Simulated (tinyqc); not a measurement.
# From one set of inputs to another, one input at a time

Model: leakage currents through a thin dielectric. Computed by tinyqc, a small Python program. Command: `OMP_NUM_THREADS=1 python tinyqc.py 3013909 3013910 out.jsonl leak ladder`. One thread of a shared host (Intel(R) Xeon(R) Processor @ 2.30GHz), about 0.08 s of CPU time with the checks.

Electrons leave an electrode with Fermi energy E_F above its band bottom; barriers are counted from the Fermi level, and both electrodes are alike.

The inputs printed are set A. Set A is modelled on Ta2O5; the values taken over come from a set modelled on TiO2. Inputs not listed in the table keep their values of set A, so the rows need not describe a real material.

Inputs (values chosen for the exercise, modelled on Ta2O5):
```
quantity,value,unit
barrier height phi_B,0.814,eV
tunnelling mass m,0.27,m_0
static permittivity k,26.2,-
optical permittivity k_o,4.46,-
trap depth phi_t,0.69,eV
Poole-Frenkel prefactor sigma_0,0.0002,S/cm
thickness t,3.7,nm
electrode Fermi energy E_F,6,eV
electrode mass m_e,1,m_0
voltage V,0.63,V
temperature T,398,K
```

Stack: single layer.

Constants: m_0 = 9.1093837015e-31 kg; e = 1.602176634e-19 C; hbar = 1.054571817e-34 J s; k_B = 8.617333262e-05 eV/K; k_B = 1.380649e-23 J/K; eps_0 = 8.8541878128e-12 F/m; h = 6.62607015e-34 J s.

Method:
- Field F = V/t; equivalent oxide thickness 3.9 t/k.
- WKB: a layer of mass m, field F and barrier b(x) = b_0 - e F x gives the exponent (4 sqrt(2 m)/(3 hbar e F)) [b_0^(3/2) - max(b_0 - e F t, 0)^(3/2)] for b_0 > 0; b_0 = barrier - (E - E_F); the transmission is D(E) = exp(-sum of exponents), without image force.
- Tsu-Esaki: J = (e m_e k_B T/(2 pi^2 hbar^3)) int D(E) ln[(1 + exp((E_F - E)/k_B T))/(1 + exp((E_F - eV - E)/k_B T))] dE over the normal energy E (its change with the mass at an interface is neglected) from max(0, E_F - 3 eV) to E_F + largest barrier, by 100 Gauss-Legendre points in each part, split at E_F - 0.3 eV (if inside the range) and E_F + 8 k_B T.
- The mean energy weights E - E_F by the integrand.
- Schottky emission J = A T^2 exp(-(phi_B - sqrt(e^3 F/(4 pi k_o eps_0)))/k_B T), A = 4 pi e m k_B^2/h^3 with the tunnelling mass; Poole-Frenkel J = sigma_0 F exp(-(phi_t - sqrt(e^3 F/(pi k_o eps_0)))/k_B T); both use the field F of the dielectric.

Each row keeps all changes above it:
```
input moved,from,to,tunnel current density (A/cm^2),transmission D(E_F),Schottky current density (A/cm^2)
set A,-,-,171.4,1.164e-06,2.357e-01
temperature T (K),398,300,135.2,1.164e-06,5.366e-04
voltage V (V),0.63,0.72,271.0,2.574e-06,1.004e-03
tunnelling mass m (m_0),0.27,0.48,2.7,3.528e-08,1.784e-03
optical permittivity k_o,4.46,5.75,2.7,3.528e-08,5.613e-04
trap depth phi_t (eV),0.69,0.49,2.7,3.528e-08,5.613e-04
static permittivity k,26.2,47.5,2.7,3.528e-08,5.613e-04
thickness t (nm),3.7,3.1,51.3,5.702e-07,1.237e-03
```

Tunnel current density goes from 171 to 51.3, a factor 0.299 in all. The largest single move comes from tunnelling mass m (a factor 0.0101), and thickness t works against it (a factor 18.8). Transmission D(E_F) goes from 1.16e-6 to 5.70e-7, a factor 0.490 in all. The largest single move comes from tunnelling mass m (a factor 0.0137), and thickness t works against it (a factor 16.2). Schottky current density goes from 0.236 to 0.00124, a factor 0.00525 in all. The largest single move comes from temperature T (a factor 0.00228), and thickness t works against it (a factor 2.20). The single moves hold for this order of the switches; the total does not depend on the order.

Extremes, crossings and ranges named in words are read from the listed rows.
